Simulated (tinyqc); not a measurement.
What moves the results: Shockley-Read-Hall recombination through one deep level. A value that a table varies takes the place of the one given here.

One level at Et with degeneracy 1: tn = 1/(sn vth Nt), tp = 1/(sp_ vth Nt), n1 = Nc exp((Et - Eg)/kT), p1 = Nv exp(-Et/kT), ni^2 = n1 p1. Equilibrium p0 = Nm, n0 = ni^2/Nm; n = n0 + dn, p = p0 + dn. U = (n p - ni^2)/(tp (n + n1) + tn (p + p1)), lifetime dn/U; emission rates en = sn vth n1, ep = sp_ vth p1.

Constants: kB = 8.617333262e-05 eV/K.

Inputs chosen for the exercise (gap and densities of states near those of InP at this temperature; shifted at random, so the results belong to these values and not to a real crystal):
```
symbol  value     unit    meaning
E1      0.803     eV      level (+1/0) above Ev
E2      0.727     eV      level (0/-1) above Ev
gm      2                 degeneracy of the middle state, the others 1
T       300       K
Eg      1.348     eV      gap
Nc      5.65e+17  1/cm^3  conduction-band density of states
Nv      1.26e+19  1/cm^3  valence-band density of states
Nd      -2.6e+14  1/cm^3  ionised shallow donors minus acceptors
Et      0.803     eV      recombination level above Ev
Nt      3.7e+14   1/cm^3  defects
sn      1.7e-16   cm^2    electron capture cross-section
sp_     5.9e-15   cm^2    hole capture cross-section
vth     21000000  cm/s    thermal velocity, both carriers
Nm      3.7e+15   1/cm^3  equilibrium holes for the lifetime steps
dn      1.3e+14   1/cm^3  excess pairs
```

## Charge state against the Fermi level (deep level with several charge states)

Energies from Ev. The defect has charge states +1, 0, -1 with weights 1, gm exp((EF - E1)/kT), exp((2 EF - E1 - E2)/kT); the shares are the weights over their sum. Boltzmann carriers: n = Nc exp((EF - Eg)/kT), p = Nv exp(-EF/kT). Neutrality: p - n + Nd + Nt <q> = 0.

Shares:
```
EF (eV)     +1      0     -1     <q>
0.081    1.000  0.000  0.000   1.000
0.189    1.000  0.000  0.000   1.000
0.297    1.000  0.000  0.000   1.000
0.404    1.000  0.000  0.000   1.000
0.512    1.000  0.000  0.000   1.000
0.620    0.998  0.002  0.000   0.998
0.728    0.857  0.094  0.049   0.808
0.836    0.004  0.029  0.967  -0.963
0.944    0.000  0.000  1.000  -1.000
1.051    0.000  0.000  1.000  -1.000
1.159    0.000  0.000  1.000  -1.000
1.267    0.000  0.000  1.000  -1.000
```

What can be read from the table?

E2 lies below E1 (negative U = -0.076 eV), so the charge goes from +1 to -1 near (E1 + E2)/2 = 0.765 eV, two electrons at once; the middle state never exceeds a share of 0.187.

## Defects against doping (deep level with several charge states)

Nt takes the listed multiples of |Nd|; the resistivity uses mobilities of 1000 (electrons) and 300 (holes) cm^2/(V s), chosen for the exercise, and e = 1.602176634e-19 C.

Neutral state:
```
Nt/|Nd|  EF (eV)  n (1/cm^3)  p (1/cm^3)  rho (ohm cm)
0.01      0.2792       0.626    2.57e+14          80.8
0.10      0.2816       0.688    2.34e+14          88.9
0.30      0.2881       0.885    1.82e+14           114
0.60      0.3026        1.55    1.04e+14           200
0.90      0.3384        6.20    2.60e+13           800
1.10      0.7132    1.22e+07    1.32e+07      3.86e+08
1.50      0.7389    3.31e+07    4.87e+06      1.81e+08
3.00      0.7539    5.92e+07    2.72e+06      1.04e+08
10.00     0.7618    8.03e+07    2.01e+06      7.72e+07
```

What can be read from the table?

EF goes from 0.279 to 0.762 eV and the resistivity from 80.8 to 7.72e+07 ohm cm, with a largest value of 3.86e+08. The largest move of EF, +0.375 eV, comes between Nt/|Nd| = 0.9 and 1.1; the levels lie at 0.803 and 0.727 eV. A defect can take up to one carrier of either sign, so the doping can be cancelled no earlier than Nt = |Nd|, there only if EF lies well beyond the level that takes the carriers and otherwise at larger Nt (mean charge +0.10 in the last row). The type changes along the table.

## Lifetime against injection

Recombination:
```
dn (1/cm^3)  lifetime (microsecond)  U (1/(cm^3 s))
1.0e+11                      0.7571        1.32e+17
1.0e+12                      0.7571        1.32e+18
1.0e+13                      0.7571        1.32e+19
1.0e+14                      0.7576        1.32e+20
1.0e+15                      0.7617        1.31e+21
1.0e+16                      0.7730        1.29e+22
1.0e+17                      0.7781        1.29e+23
1.0e+18                      0.7788        1.28e+24
```

What does this show, and why?

The lifetime rises from 0.7571 to 0.7788 microsecond; tn + tp = 0.7789. At low injection it is tn (1 + p1/p0) + tp n1/p0 with n1/Nm = 1.1e-07 and p1/Nm = 1.1e-10: re-emission is negligible, so minority capture alone counts. Auger and radiative paths are left out; they cut in at the highest injections, and in a doped direct-gap crystal the radiative one counts at all injections. dn = dp neglects trapped charge, which matters where the traps hold a charge comparable with dn, at low injection and with very unequal cross sections.

## Where a level does most harm

Et takes the values listed; G = Nt en ep/(en + ep) in a depleted region; the lifetime is for dn = 1e11 1/cm^3.

Results:
```
Et (eV)  lifetime (microsecond)  G (1/(cm^3 s))
0.081                       113             387
0.189                      2.48        2.53e+04
0.297                     0.783        1.65e+06
0.404                     0.757        1.03e+08
0.512                     0.757        6.74e+09
0.620                     0.757        4.40e+11
0.728                     0.757        2.64e+13
0.836                     0.757        5.20e+12
0.944                     0.757        8.00e+10
1.051                     0.757        1.28e+09
1.159                     0.759        1.96e+07
1.267                     0.902        3.00e+05
```

What can be read from the table?

Generation peaks where en = ep, at Eg/2 + (kT/2) ln(sp_ Nv/(sn Nc)) = 0.760 eV; the largest value listed is at 0.728 eV, and G falls by a decade for each 0.060 eV away from the peak. The lifetime is within a factor 2 of its minimum, 0.757 microsecond, from 0.297 to 1.267 eV: recombination tolerates a wide range of Et, generation a narrow one.

## What moves lifetime and leakage

G = Nt en ep/(en + ep). Each row changes one parameter from the base and keeps the others.

Results:
```
case                  lifetime (microsecond)  G (1/(cm^3 s))
base                                  0.7578        1.81e+13
Et = 0.843 eV                         0.7578        3.97e+12
sn = 3.4e-16 cm^2                     0.3793        1.84e+13
sp_ = 1.18e-14 cm^2                   0.7574        3.49e+13
Nt = 1.85e+14 1/cm^3                   1.516        9.03e+12
Nm = 1.11e+16 1/cm^3                  0.7573        1.81e+13
dn = 3.9e+14 1/cm^3                   0.7591        1.81e+13
```

What does this show?

The largest shifts from the base row, up to three for each result and ties (the steps differ in size, so this ranks the rows, not the parameters). lifetime (microsecond): Nt +0.758, sn -0.379, dn +0.00134; unchanged at the printed digits by Et. G (1/(cm^3 s)): sp_ +1.68e+13, Et -1.41e+13, Nt -9.03e+12; unchanged at the printed digits by Nm and dn.

Program tinyqc; command `OMP_NUM_THREADS=1 python tinyqc.py 1680076 1680077 out.jsonl`; about 0.01 s on one thread of a shared Intel(R) Xeon(R) Processor @ 2.30GHz.
